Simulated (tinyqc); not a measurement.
What each parameter does: Wannier functions of a composite (isolated) pair of valence bands (bonds of an sp chain).

Each atom has a hybrid pointing left (<) and right (>). H(k): diagonal +V3 on A, -V3 on B; <A<|A>> = -V1a, <B<|B>> = -V1b, <A>|B<> = -V2, <B>|A<> = -V2p exp(ik); k in 1/a, Bloch sums with exp(ikR). The two lowest bands are filled. Trial functions in cell 0: g1 = cos(c) A> + sin(c) B<, and g2 = sin(c) B> + cos(c) A< of cell 1, whose Bloch vector has cos(c) exp(-ik) on A<. Projection A_mn = <psi_m|g_n>, S = A^+ A, Loewdin U = A S^(-1/2), Bloch-like states w_n = sum_m psi_m U_mn, H_W(k) = U^+ diag(E) U. P = sum_m |psi_m><psi_m| is free of phase choices, and S = g^+ P g, w = P g S^(-1/2).

Values chosen for the exercise:
- V2 = 3.42 eV (coupling in the bond A-B inside the cell)
- V2p = 3.35 eV (coupling in the bond to the next cell)
- V1a = 1.31 eV (coupling of the two hybrids on A)
- V1b = 0.69 eV (the same on B)
- V3 = 0 eV (A at +V3, B at -V3)
- c = 45 degrees (trial bonds cos(c) on A, sin(c) on B)
- xb = 0.5 a (position of B (A at 0))

N = 12: centres, total spread (point-like hybrids at R and R + xb) and H_12(0).

One parameter was then changed.

Results before and after:

| case | centre 1 (a) | centre 2 (a) | total spread (a^2) | H_12(0) (eV) |
|---|---|---|---|---|
| base | 0.2467 | 0.7533 | 0.1313 | -0.3385 |
| changed | 0.2746 | 0.7248 | 0.1296 | -0.3782 |

Which of these changes was made? (a) V2p = 3.75 eV; (b) V2 = 3.82 eV; (c) xb = 0.55 a; (d) V1a = 1.51 eV; (e) V3 = 0.4 eV; (f) V1b = 0.89 eV.

Answer: (e) V3 = 0.4 eV. Of the candidates, run in turn, only this one gives the changed row.

All candidates:

| case | centre 1 (a) | centre 2 (a) | total spread (a^2) | H_12(0) (eV) |
|---|---|---|---|---|
| base | 0.2467 | 0.7533 | 0.1313 | -0.3385 |
| V2 = 3.82 eV | 0.2471 | 0.7529 | 0.1306 | -0.3392 |
| V2p = 3.75 eV | 0.2471 | 0.7529 | 0.1306 | -0.3392 |
| V1a = 1.51 eV | 0.2453 | 0.7547 | 0.1329 | -0.3363 |
| V1b = 0.89 eV | 0.2476 | 0.7524 | 0.1325 | -0.4366 |
| V3 = 0.4 eV | 0.2746 | 0.7248 | 0.1296 | -0.3782 |
| xb = 0.55 a | 0.2717 | 0.7783 | 0.1326 | -0.3385 |

(tinyqc, `OMP_NUM_THREADS=1 python tinyqc.py 1452243 1452244 out.jsonl`, Intel(R) Xeon(R) Processor @ 2.30GHz, 1 thread, shared host, about 0.2 s.)
